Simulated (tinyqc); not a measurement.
What moves the results: Shockley state of an s-p chain by decimation. A value that a table varies takes the place of the one given here.

Each site has s at -d/2 and p at +d/2: H0 = diag(-d/2, d/2). The block to the next site on the right is H1 = [[-ts, u], [-u, tp]] (rows s, p of site n; columns s, p of site n + 1). Bulk: H(k) = [[-d/2 - 2 ts cos k, 2i u sin k], [-2i u sin k, d/2 + 2 tp cos k]]. The bands are inverted at k = pi if d < 2 (ts + tp).

Decimation (Sancho-Rubio) at z = E + i eta: start with es = e = H0, A = H1, B = H1^T. Each round forms g = (z - e)^-1 and sets es += A g B, e += A g B + B g A, A = A g A, B = B g B, doubling the length covered. Stop when all |A| < 1e-10. Surface G = (z - es)^-1, bulk G = (z - e)^-1; densities -Im tr G/pi.

Values chosen for the exercise:
- d = 3.43 eV (Ep - Es)
- ts = 0.93 eV (s-s hopping)
- tp = 1.68 eV (p-p hopping)
- u = 0.61 eV (s-p hopping)
- eta = 0.02 eV (broadening)
- E1 = -1.6 eV (first energy)
- dE = 0.194 eV (step)
- E = -0.08 eV (energy)

## Surface against bulk across the gap

Eleven energies E1 + j dE.

Densities (1/eV):

| E (eV) | surface | bulk |
|---|---|---|
| -1.600 | 0.4319 | 1.1562 |
| -1.406 | 0.1149 | 1.5380 |
| -1.212 | 0.0171 | 0.0381 |
| -1.018 | 0.0172 | 0.0145 |
| -0.824 | 0.0329 | 0.0091 |
| -0.630 | 0.1692 | 0.0077 |
| -0.436 | 0.8822 | 0.0085 |
| -0.242 | 0.0539 | 0.0133 |
| -0.048 | 0.0215 | 0.0395 |
| 0.146 | 0.0720 | 2.6252 |
| 0.340 | 0.1361 | 0.3136 |

edges of the bulk gap (201 k points) (eV): -1.4024  0.1412

Inside the gap the bulk density is only the tail of the broadening, at least 0.0077. The surface density peaks at -0.436 eV among these rows (0.882); a chain of 60 sites puts the surface level at -0.4928 eV.

## Through the band inversion

d = f 2 (ts + tp). Gap edges from 201 k points; levels in the gap from an open chain of 60 sites (their mean, and the weight on the two end sites summed over them, divided by their number); a dash: none.

Against d:

| f | d (eV) | top of lower band (eV) | bottom of upper band (eV) | levels in the gap | mean level (eV) | end weight |
|---|---|---|---|---|---|---|
| 0.10 | 0.522 | -1.2424 | 1.0504 | 2 | -0.0750 | 0.873 |
| 0.30 | 1.566 | -1.3732 | 0.7974 | 2 | -0.2250 | 0.802 |
| 0.50 | 2.610 | -1.4314 | 0.4716 | 2 | -0.3750 | 0.661 |
| 0.70 | 3.654 | -1.3765 | 0.0330 | 2 | -0.5250 | 0.450 |
| 0.85 | 4.437 | -1.1415 | -0.3585 | 2 | -0.6375 | 0.245 |
| 1.15 | 6.003 | -1.1415 | -0.3585 | 0 | - | - |
| 1.30 | 6.786 | -1.5330 | 0.0330 | 0 | - | - |
| 1.60 | 8.352 | -2.3160 | 0.8160 | 0 | - | - |

Levels in the gap appear for f = 0.1, 0.3, 0.5, 0.7 and 0.85 and for none of the other rows; the gap closes at f = 1. The level lies at -0.0750 eV for f = 0.1 and -0.6375 eV for f = 0.85, on the line E = d (ts - tp)/(2 (ts + tp)), and its end weight goes from 0.87 to 0.24: no shift of the surface potential is needed, the inversion alone binds it.

## What each parameter does

Gap edges from 201 k points between 0 and pi, and the surface density at E by decimation. Each row changes one parameter from the base and keeps the others.

Results:

| case | top of lower band (eV) | bottom of upper band (eV) | surface density (1/eV) |
|---|---|---|---|
| base | -1.4024 | 0.1412 | 0.0236 |
| d = 3.773 eV | -1.3580 | -0.0265 | 0.0235 |
| ts = 1.023 eV | -1.3489 | 0.3019 | 0.0325 |
| tp = 1.848 eV | -1.5264 | 0.1221 | 0.0196 |
| u = 0.671 eV | -1.4826 | 0.1450 | 0.0236 |
| eta = 0.04 eV | -1.4024 | 0.1412 | 0.0468 |

The largest shifts from the base row, up to three for each result and ties (the steps differ in size, so this ranks the rows, not the parameters). top of lower band (eV): tp -0.1239, u -0.0802, ts +0.0535; unchanged at the printed digits by eta. bottom of upper band (eV): d -0.1677, ts +0.1607, tp -0.0192; unchanged at the printed digits by eta. surface density (1/eV): eta +0.0232, ts +0.0089, tp -0.0040; unchanged at the printed digits by u. The base chain is inverted, so a surface state lies in the gap; E lies in the gap.

Computed by tinyqc, a small Python program: `OMP_NUM_THREADS=1 python tinyqc.py 1481923 1481924 out.jsonl` (the numbers bound the seed that draws the inputs); one thread of a shared host (Intel(R) Xeon(R) Processor @ 2.30GHz), about 0.2 s for the whole set of steps.
